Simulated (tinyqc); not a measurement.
# Worked calculation: MOS inversion layer, Poisson-Schroedinger loop

Computed by the program tinyqc: `OMP_NUM_THREADS=1 python tinyqc.py 2160008 2160009 out.jsonl`, one thread of a shared Intel Xeon 2.30GHz, about 0.4 s for the whole run. Printed values are rounded.

Electrons confined at an insulator interface at z = 0, treated as a hard wall; parabolic valleys, Hartree approximation, no image or exchange terms. The depletion charge lies far deeper than the electrons and gives a uniform field q Nd/(eps0 eps_r); the gate balances all charge. Energies are counted from the band edge at the interface.

Values chosen for this exercise; masses and permittivity close to those of In0.53Ga0.47As: temperature T = 300 K; relative permittivity eps_r = 13.9; mass along z of valley set A (1 valley(s)) mz1 = 0.0408 m0; in-plane density-of-states mass of set A md1 = 0.0404 m0; sheet density of electrons Ns = 3.3e11 cm^-2; sheet density of depletion charge Nd = 3.1e11 cm^-2; mesh step hz = 2.9 nm; mixing factor a = 0.3.

Constants: q = 1.602176634e-19 C, kB = 1.380649e-23 J/K, hbar = 1.054571817e-34 J s, m0 = 9.1093837015e-31 kg, Vt = kB T/q, eps0 = 8.8541878128e-14 F/cm where lengths are in cm, hbar^2/(2 m0) = 0.0380998212 eV nm^2. Results are converted to the units shown.

## Fixed part of the potential

z, node 1 to 14 (nm): 2.9  5.8  8.7  11.6  14.5  17.4  20.3  23.2  26.1  29  31.9  34.8  37.7  40.6

V0 = q Nd z/(eps0 eps_r) in eV.

fixed potential V0, node 1 to 14 (eV): 0.011703  0.023407  0.035110  0.046813  0.058516  0.070220  0.081923  0.093626  0.105329  0.117033  0.128736  0.140439  0.152142  0.163846

## Round 1: levels and probability densities

self-consistent potential U at the start, node 1 to 14 (eV): 0  0  0  0  0  0  0  0  0  0  0  0  0  0

Tridiagonal Hamiltonian with psi = 0 one step beyond both ends: H_ii = C (1/m_(i-1/2) + 1/m_(i+1/2))/hz^2 + V0_i + U_i, H_(i,i+1) = -C/(m_(i+1/2) hz^2), C = hbar^2/(2 m0). The lowest 2 level(s) are kept, normalised to hz sum |psi|^2 = 1. The mass is the same on all intervals.

levels (eV): A1 0.0574234, A2 0.0996940

```
node  |psi|^2 of A1 (1/nm)  |psi|^2 of A2 (1/nm)
1                0.0331571             0.0307474
2                0.0836393             0.0448354
3                0.0946906             0.0105391
4                0.0699042             0.0043739
5                0.0383396             0.0413855
6                0.0166779             0.0703787
7                0.0059851             0.0659076
8                0.0018194             0.0428786
9                0.0004775             0.0213458
10               0.0001098             0.0085650
11               0.0000223             0.0028563
12               0.0000040             0.0008020
13               0.0000006             0.0001846
14               0.0000001             0.0000278
```

## Round 1: Fermi level and occupations

Level k holds N_k = D_k Vt ln(1 + exp((EF - E_k)/Vt)) with D = md1 m0 q/(pi hbar^2) per eV (spin included); EF is fixed by sum N_k = Ns.

EF = 0.0526979 eV
N_k (cm^-2): A1 2.64357e11, A2 6.56435e10

## Round 1: density, output potential and mixing

n_i = sum_k N_k |psi_k|^2 (converted to cm^-3). Hartree part by Gauss: on the interval before node i the electrons still beyond are S_i = Ns - hz sum_(j<i) n_j, and U_i = U_(i-1) + q S_i hz/(eps0 eps_r) in eV, U_0 = 0 at the interface. Mixing: U(new) = U + a (U(out) - U).

```
node  n (1e17 cm^-3)  U(out) (eV)  U after round 1 (eV)
1            1.07837    0.0124583             0.0037375
2            2.50537    0.0237360             0.0071208
3            2.57239    0.0322707             0.0096812
4            1.87668    0.0379892             0.0113968
5            1.28520    0.0416530             0.0124959
6            0.90288    0.0439098             0.0131729
7            0.59086    0.0451780             0.0135534
8            0.32957    0.0457994             0.0137398
9            0.15274    0.0460600             0.0138180
10           0.05913    0.0461533             0.0138460
11           0.01934    0.0461819             0.0138546
12           0.00537    0.0461893             0.0138568
13           0.00123    0.0461909             0.0138573
14           0.00018    0.0461911             0.0138573
```

## Course of the self-consistent loop

Start from U = 0. Stop when the largest |U(out) - U| is below 1e-7 eV, or after 60 rounds. From round 2 on: Anderson mixing of depth m keeps the last m inputs V and residuals F = V(out) - V(in), fits c by least squares to F = dF c over their successive differences dF, dV, and sets V(new) = V + a F - (dV + a dF) c. Here m = 3.

Course of the iteration:
```
round  level A1 (eV)    EF (eV)  largest |U(out) - U| (eV)
1          0.0574234  0.0526979                     0.0462
2          0.0667007  0.0624902                     0.0302
3          0.0844516  0.0812158                    1.59e-3
4          0.0856795  0.0823516                    2.75e-4
5          0.0857640  0.0824051                    1.48e-5
6          0.0857652  0.0824063                    9.99e-6
7          0.0857675  0.0824085                    5.75e-7
8          0.0857674  0.0824084                    3.98e-7
9          0.0857671  0.0824081                    4.19e-8
```

Converged in 9 rounds.

## Converged levels, occupations and centroid

converged U, node 1 to 14 (eV): 0.0124583  0.0231923  0.0305607  0.0350510  0.0377224  0.0392575  0.0400572  0.0404190  0.0405594  0.0406061  0.0406194  0.0406227  0.0406234  0.0406235

Solve for the levels with V0 + U, find EF, n_i = sum_k N_k |psi_k|^2 (in cm^-3); share of each level N_k/Ns; centroid sum n z/sum n.

levels (eV): A1 0.085767, A2 0.134294
EF = 0.0824081 eV
shares (%): A1 83.3298, A2 16.6702
n, node 1 to 14 (in units of 1e17 cm^-3): 1.57496  3.07410  2.62888  1.66134  1.03788  0.67176  0.39991  0.20231  0.08552  0.03044  0.00923  0.00240  0.00052  0.00007
centroid = 9.45618 nm

An 800-node mesh to 70 nm with 8 levels a set gives A1 = 0.08696 eV, EF = 0.08233 eV and a centroid of 10.30 nm; the levels kept above hold 95.0 % of the electrons there. The coarse centroid is 8.2 % below the fine one.

## Closed-form estimates

Triangular well: E_k = a_k (C F^2/mz)^(1/3), a_1 = 2.338107, a_2 = 4.087949, C = hbar^2/(2 m0), F in eV/nm. Fang-Howard (all electrons in the lowest level of set A): b^3 = 6 (mz1/C) q (Nd + 11 Ns/32)/(eps0 eps_r), centroid 3/b, level C b^2/(4 mz1) + (3/b) q (Nd + 11 Ns/16)/(eps0 eps_r). Use F = q (Nd + Ns)/(eps0 eps_r), the surface field, and F = q (Nd + Ns/2)/(eps0 eps_r).

A1 with the surface field = 0.0939226 eV
A1 with Nd + Ns/2 = 0.0769920 eV
A2 with Nd + Ns/2 = 0.134613 eV
b = 0.328404 1/nm
Fang-Howard centroid = 9.13509 nm
Fang-Howard level = 0.0890238 eV

Against the self-consistent A1 = 0.08696 eV on a fine mesh, the surface-field estimate is 8.0 % above it, the half-charge one 11 % below it and Fang-Howard 2.4 % above it. A1 holds 80.3 % of the electrons, and the Fang-Howard centroid is 11 % below the full one.
